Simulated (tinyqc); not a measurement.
# Surface potential of a MOS transistor: implicit equation and explicit approximations: what changes with what

p-type body, charge-sheet picture, depletion and inversion only, full ionisation (an idealisation for deep acceptors), Boltzmann statistics (rough once Na exp(x - xn) passes about Nc/7). In units of Vt: xg = (Vg - Vfb)/Vt, x = psi/Vt, G = gamma/sqrt(Vt), xn = (2 phiF + Vc)/Vt. The implicit equation is (xg - x)^2 = G^2 [x - 1 + exp(x - xn)] for x above about 3. Cox = eps0 eox/tox.

Inputs (values chosen for the exercise); band and dielectric values close to those of silicon:
- T = 350 K (temperature)
- Eg = 1.11 eV (band gap)
- eps_r = 11.8 (relative permittivity)
- Nc = 3.52e19 cm^-3 (conduction-band density of states at T)
- Nv = 3.29e19 cm^-3 (valence-band density of states at T)
- eox = 3.9 (relative permittivity of the gate insulator (close to silicon dioxide))
- tox = 19 nm (insulator thickness)
- Na = 1.8e16 cm^-3 (acceptor density)
- Vfb = -0.57 V (flat-band voltage)
- Vc = 0.2 V (channel-body voltage)
- Vg = 1.06 V (gate-body voltage)

Constants: q = 1.602176634e-19 C, kB = 1.380649e-23 J/K, Vt = kB T/q, eps0 = 8.8541878128e-14 F/cm where lengths are in cm. Results are converted to the units shown.

Each table varies one quantity; the others keep the values above.

## Accuracy of the approximations against gate voltage

ni = sqrt(Nc Nv) exp(-Eg/(2 Vt)), Eg in volts; phiF = Vt ln(Na/ni); gamma = sqrt(2 q eps0 eps_r Na)/Cox; VT = Vfb + Vt (xn + G sqrt(xn - 1)). Depletion value a = 1 + [sqrt(G^2/4 + xg - 1) - G/2]^2; inversion value b = xn + ln[(xg - xn)^2/G^2 - xn + 1] and first guess y = min(a, b) - ln(1 + exp(-|a - b|)) if a > xn + 1, else b = y = a; one second-order correction with D = exp(y - xn), p = 2 (xg - y) + G^2 (1 + D), w = (xg - y)^2 - G^2 (y - 1 + D): z = y + 2 w/(p + sqrt(p^2 - 2 (2 - G^2 D) w)), or the Newton step z = y + w/p where the root is not real. N_inv = (Cox Vt G/q) [sqrt(x - 1 + exp(x - xn)) - sqrt(x - 1)] at the root. Lambert form (Cox m Vt/q) W0[(G/(2 m sqrt(xn - 1))) exp((Vg - VT)/(m Vt))], m = 1 + G/(2 sqrt(xn - 1)). Errors under 1e-4 mV, and the linear form below VT, are printed as 0.

Accuracy of the approximations against gate voltage:

| Vg (V) | psi (V) | x - xn | error of y (mV) | error of z (mV) | N_inv (cm^-2) | Cox (Vg - VT)/q (cm^-2) | Lambert form (cm^-2) |
|---|---|---|---|---|---|---|---|
| 0.27 | 0.5362 | -10.57 | 1.79e-4 | 0 | 2.643e5 | 0 | 1.621e5 |
| 0.47 | 0.6924 | -5.388 | 0.0286 | 0 | 4.102e7 | 0 | 3.476e7 |
| 0.67 | 0.8481 | -0.2263 | 4.56 | -2.56e-3 | 6.396e9 | 0 | 6.413e9 |
| 0.87 | 0.9380 | 2.754 | 19.4 | -2.12 | 1.078e11 | 2.237e11 | 1.123e11 |
| 1.07 | 0.9727 | 3.906 | 16.0 | -1.22 | 2.866e11 | 4.506e11 | 2.979e11 |
| 1.27 | 0.9933 | 4.589 | 12.5 | -0.505 | 4.850e11 | 6.774e11 | 5.027e11 |
| 1.47 | 1.008 | 5.082 | 10.5 | -0.275 | 6.913e11 | 9.043e11 | 7.147e11 |
| 1.67 | 1.020 | 5.471 | 9.09 | -0.173 | 9.020e11 | 1.131e12 | 9.304e11 |
| 1.87 | 1.030 | 5.794 | 8.08 | -0.118 | 1.115e12 | 1.358e12 | 1.148e12 |

Read the table: what changes, and by how much?

psi rises from 0.536 to 1.03 V and ends 5.8 Vt above 2 phiF + Vc. Among the rows the first guess is off by at most 19 mV (at Vg = 0.87 V) and the corrected value by at most 2.1 mV. In the last row the linear form is 22 % above N_inv and the Lambert form 3.0 % above it; in the first row the Lambert form is 39 % below it. For Vg = 1.87 the electron quasi-Fermi level lies less than 2 Vt below the band edge at the surface, or above it, where degeneracy and confinement, left out, matter.

## Effect of the channel-body voltage at fixed gate voltage

Same model as above.

Results:

| Vc (V) | psi (V) | x - xn | error of y (mV) | error of z (mV) | N_inv (cm^-2) | Cox (Vg - VT)/q (cm^-2) | Lambert form (cm^-2) |
|---|---|---|---|---|---|---|---|
| 0 | 0.79427 | 4.6210 | 12.2 | -0.456 | 5.2448e11 | 7.2315e11 | 5.4591e11 |
| 0.2 | 0.97141 | 3.8632 | 16.3 | -1.28 | 2.7700e11 | 4.3923e11 | 2.8803e11 |
| 0.4 | 1.1247 | 2.3139 | 16.1 | -0.807 | 6.6302e10 | 1.6190e11 | 6.8603e10 |
| 0.6 | 1.1730 | -2.7159 | 0.332 | 0 | 4.5192e8 | 0 | 4.3362e8 |
| 1 | 1.1733 | -15.967 | 0 | 0 | 794.73 | 0 | 545.31 |
| 1.2 | 1.1733 | -22.598 | 0 | 0 | 1.0480 | 0 | 0.57926 |

Estimate the missing row, Vc = 0.8 V.

Computed row:

| Vc (V) | psi (V) | x - xn | error of y (mV) | error of z (mV) | N_inv (cm^-2) | Cox (Vg - VT)/q (cm^-2) | Lambert form (cm^-2) |
|---|---|---|---|---|---|---|---|
| 0.8 | 1.1733 | -9.3360 | 4.43e-4 | 0 | 6.0268e5 | 0 | 4.9938e5 |

With this row back in the table: As Vc goes from 0 to 1.2, psi rises from 0.794 to 1.17 V, x - xn falls from 4.62 to -22.6 and N_inv falls from 5.24e11 to 1.05 cm^-2. The Lambert form lies between 0.553 and 1.04 times N_inv. psi follows Vc only while the surface is inverted; once x falls below xn it settles at the depletion value.

Numbers from tinyqc (`OMP_NUM_THREADS=1 python tinyqc.py 2122089 2122090 out.jsonl`; about 0.01 s on one thread of a shared Intel Xeon 2.30GHz).
